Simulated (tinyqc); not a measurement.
Inputs raised by 5 %, one at a time: permeation of metal atoms or ions through a thin barrier or dielectric: time lag, field-aided drift and lifetime. Computed by tinyqc, a small Python program. Command: `OMP_NUM_THREADS=1 python tinyqc.py 3027355 3027356 out.jsonl barrier sens`. One thread of a shared host (Intel(R) Xeon(R) Processor @ 2.30GHz), about 0.02 s of CPU time with the checks.

The film 0 < x < d is empty at first; C = C0 at x = 0 and C = 0 at x = d. dC/dt = D d2C/dx2.

Inputs (values chosen for the exercise, for a model case: neutral metal atoms through a barrier):
```
quantity                                   value    unit
thickness d                                  4.1      nm
prefactor D0                                0.87  cm^2/s
activation energy E                         1.42      eV
concentration at the source side C0      5.3e+17  1/cm^3
charge number z                                0       -
voltage V (positive drives ions across)        0       V
critical dose Q_c                          3e+10  1/cm^2
test temperature T                           150       C
use temperature T_u                           85       C
```

Constants: k_B = 8.617333262e-05 eV/K.

Method:
- D = D0 exp(-E/(k_B T)); time scale d^2/D; Peclet number P = z V/(k_B T), k_B T in eV; 1 nm = 1e-7 cm.
- Temperatures in kelvin are T(C) + 273.15.
- Steady flux J = (D C0/d) P/(1 - exp(-P)); time lag in units of d^2/D: s_L = [P (1 + exp(-P))/(1 - exp(-P)) - 2]/P^2 (P = 0: J = D C0/d, s_L = 1/6).
- Dose through the film Q(s) = C0 d {f (s - s_L) - 2 exp(P/2) sum_(n=1..200) (-1)^n n^2 pi^2 exp(-l_n s)/l_n^2}, l_n = n^2 pi^2 + P^2/4, f = P/(1 - exp(-P)) the relative flux.
- Solve Q = Q_c for s. At the use temperature D and P take T_u, with the same C0 and V; 1 year = 3.15576e7 s.

Runs:
```
input moved                                      from         to  failure time at T (s)  failure time at T_u (years)  steady flux J (1/(cm^2 s))  time lag (s)
base run                                            -          -                   4636                       0.1724                  1.3760e+07          2632
thickness d (nm)                                  4.1      4.305                   4982                       0.1852                  1.3104e+07          2902
prefactor D0 (cm^2/s)                            0.87     0.9135                   4415                       0.1641                  1.4448e+07          2507
activation energy E (eV)                         1.42      1.491                  32490                       1.7200                  1.9633e+06         18447
concentration at the source side C0 (1/cm^3)  5.3e+17  5.565e+17                   4519                       0.1680                  1.4448e+07          2632
critical dose Q_c (1/cm^2)                      3e+10   3.15e+10                   4758                       0.1769                  1.3760e+07          2632
```

Exponents ln(y'/y) / ln(x'/x):
```
input                                failure time at T  failure time at T_u  steady flux J  time lag
thickness d                                      1.475                1.475         -1.000     2.000
prefactor D0                                    -1.000               -1.000          1.000    -1.000
activation energy E                             39.908               47.151        -39.908    39.908
concentration at the source side C0             -0.525               -0.525          1.000     0.000
critical dose Q_c                                0.532                0.532          0.000     0.000
```

Among the inputs moved here: failure time at T answers most in size to activation energy E (exponent +39.908), next to thickness d (+1.475). Its exponent -1.000 in prefactor D0: D sets the clock. Failure time at T_u answers most in size to activation energy E (exponent +47.151), next to thickness d (+1.475). Steady flux J answers most in size to activation energy E (exponent -39.908), next to thickness d (-1.000); its exponent is below 0.0005 for critical dose Q_c. Time lag answers most in size to activation energy E (exponent +39.908), next to thickness d (+2.000); its exponent is below 0.0005 for concentration at the source side C0, critical dose Q_c. Its exponent +2.000 in thickness d: the lag scales as d^2/D, with P independent of d.

Caution (all rows): grain boundaries, pinholes, trapping and space charge are left out; thin real barriers usually fail at defects.
